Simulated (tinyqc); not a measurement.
Trapped share and trap depth from dynamic on-resistance.

Inverse problem. Traps remove the share ft of the electrons in the drain access (length Ld, sheet resistance Rsh before stress), so Ron grows by Rsh Ld ft/(1 - ft). The recovery time goes as T^(-2) exp(q Ea/(kB T)). Find ft and Ea.

Values chosen for this exercise:
- Ld = 2 um (drain access length)

Constants: q = 1.602176634e-19 C, kB = 1.380649e-23 J/K. Results are converted to the units shown.

Ron before and just after an off-state stress (ohm mm): [3.0621950, 3.2476173]
Rsh = 525.36320 ohm
recovery times at 320 and 390 K (s): [0.46, 0.0042193102]

Answer. The rise of Ron over Rsh Ld is ft/(1 - ft); ln(t T^2) is linear in 1/T.

ft = 0.1500
Ea = 0.6600 eV

Program tinyqc, `OMP_NUM_THREADS=1 python tinyqc.py 2570081 2570082 out.jsonl`; Intel Xeon 2.30GHz, shared host, one thread, about 0.04 s.
